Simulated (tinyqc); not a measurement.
Inside a calculation. Model: single-oscillator infrared dielectric function of a polar cubic crystal. Computed by tinyqc, a small Python program that keeps every step. Command: `OMP_NUM_THREADS=1 python tinyqc.py 3006074 3006075 out.jsonl infrared walk`. One thread of a shared host (Intel(R) Xeon(R) Processor @ 2.30GHz), about 0.01 s of CPU time with the checks. Intermediate numbers are printed to about 7 digits and carried at full precision; extremes and crossings named in words are read from the listed rows.

One ion pair, charges +Z* and -Z*, in a cell of volume Omega = a^3/4. Frequencies omega are given as wavenumbers (1/cm); eps_s is the static dielectric constant.

Inputs (values chosen for the exercise, modelled on indium phosphide): lattice constant a = 5.869 angstrom; mass M_A = 114.82 u; mass M_B = 30.97 u; omega_TO = 306 1/cm; Born charge Z* = 2.49 e; eps_inf = 9.46; phonon damping gamma = 4.5 1/cm; probe frequency / omega_TO = 1.13; eps_m of the surrounding medium = 3.9.

Structure: zinc blende. Free carriers: absent.

Constants: nu for 1 eV/(angstrom^2 u) = 15.6333042 THz; 1 THz = 33.35640952 1/cm; e^2/(4 pi eps_0) = 14.39964548 eV angstrom.

## LO frequency and static constant from the Born charge

mu = M_A M_B/(M_A + M_B); ionic plasma term W^2 = 4 pi Z*^2 (e^2/(4 pi eps_0))/(Omega mu) in eV/(angstrom^2 u), turned into 1/cm by W = 15.6333042 x 33.35640952 x sqrt(W^2); omega_LO^2 = omega_TO^2 + W^2/eps_inf; eps_s = eps_inf + W^2/omega_TO^2; Szigeti charge 3 Z*/(eps_inf + 2); longitudinal (Callen) charge Z*/eps_inf.

reduced mass mu = 24.39108 u

W = 497.4834 1/cm

omega_LO = 346.1180 1/cm

eps_s = 12.10310

Szigeti charge = 0.6518325 e

Callen charge = 0.2632135 e

omega_LO/omega_TO = 1.131; the ions supply 22 % of eps_s.

## Optical constants at the probe frequency

eps(omega) = eps_inf + W^2/(omega_TO^2 - omega^2 - i gamma omega); n + i k = sqrt(eps) with k >= 0; R = |(n + i k - 1)/(n + i k + 1)|^2 at normal incidence from vacuum. omega is the probe ratio times omega_TO. Intensity decays over 1/(4 pi omega k); the loss function is Im(-1/eps).

omega = 345.78 1/cm

Re eps = -0.05108395

Im eps = 0.5707903

n = 0.5108756

k = 0.5586393

reflectivity R = 0.2124694

penetration depth of the intensity = 4.119636 micrometre

loss function = 1.738036

Re eps is negative, yet damping holds the reflectivity well below that of a good metal.

## Spectrum around the optical phonon

The loss function is Im(-1/eps).

Spectrum:
```
omega (1/cm)       Re eps       Im eps           R    Im(-1/eps)
153              12.98380   0.03454706   0.3198247  2.049295e-04
260              18.94652    0.4263030   0.3924030   0.001186970
297              52.45579     10.58852   0.5784646   0.003697460
306                  9.46     179.7311   0.8057835   0.005548496
316             -28.35301     8.644711   0.9004336   0.009838916
326             -9.859648     2.242241   0.8799468    0.02193109
338             -2.484335    0.8815670   0.7368299     0.1268610
346           0.004066419    0.5645279   0.1893381      1.771300
353              1.490464    0.4087305  0.01624208     0.1711213
367              3.441199    0.2421273  0.09033472    0.02034602
398              5.641747    0.1055844   0.1660656   0.003316046
519              8.051857   0.01871515   0.2292868  2.886681e-04
865              9.081929  0.002248190   0.2517001  2.725692e-05
```

R peaks among these rows at 316 per cm with 0.90 and is lowest, 0.016, at 353; far above omega_LO it tends to ((sqrt(eps_inf) - 1)/(sqrt(eps_inf) + 1))^2 = 0.259. Im eps is largest at 306 and the loss function at 346: absorption marks the TO mode and the loss function the LO mode. Re eps is negative in some rows, where R averages 0.84.

## Surface and particle modes

Without damping, eps(omega) = -x eps_m gives omega^2 = omega_TO^2 (eps_s + x eps_m)/(eps_inf + x eps_m): x = 1 for a flat surface at large wave vector, x = 2 for the dipole mode of a small sphere. The reflectivity R for light from vacuum (not from the medium eps_m) vanishes where eps = 1, omega^2 = omega_TO^2 (eps_s - 1)/(eps_inf - 1).

surface mode = 334.9040 1/cm

sphere mode = 328.5954 1/cm

zero of R = 350.5568 1/cm

Both modes lie between omega_TO and omega_LO, at 72 % and 56 % of the way up.

## Phonon polaritons

Transverse waves without damping obey Q^2 = omega^2 eps(omega), Q = wave vector/(2 pi) in 1/cm: eps_inf omega^4 - (eps_inf omega_LO^2 + Q^2) omega^2 + Q^2 omega_TO^2 = 0.

Branches (1/cm):
```
Q      lower branch  upper branch  Q/sqrt(eps_s)  Q/sqrt(eps_inf)
110         31.5816       346.525         31.619           35.764
320         91.0220       349.767         91.982          104.041
640        174.9254       364.001        183.963          208.082
1100       256.6389       426.428        316.187          357.641
1600       286.7378       555.151        459.909          520.205
2700       300.2818       894.562        776.096          877.846
5300       304.6179      1730.997       1523.447         1723.179
11000      305.6852      3580.091       3161.872         3576.408
```

The lower branch starts as light slowed by sqrt(eps_s) (0.999 of that line) and ends at 0.999 omega_TO; the upper starts at 1.001 omega_LO and ends at 1.001 of the light line with eps_inf. No branch lies between omega_TO and omega_LO.

Checks made by the program: Lyddane-Sachs-Teller relation eps_s/eps_inf = (omega_LO/omega_TO)^2 (relative difference below 1e-10).
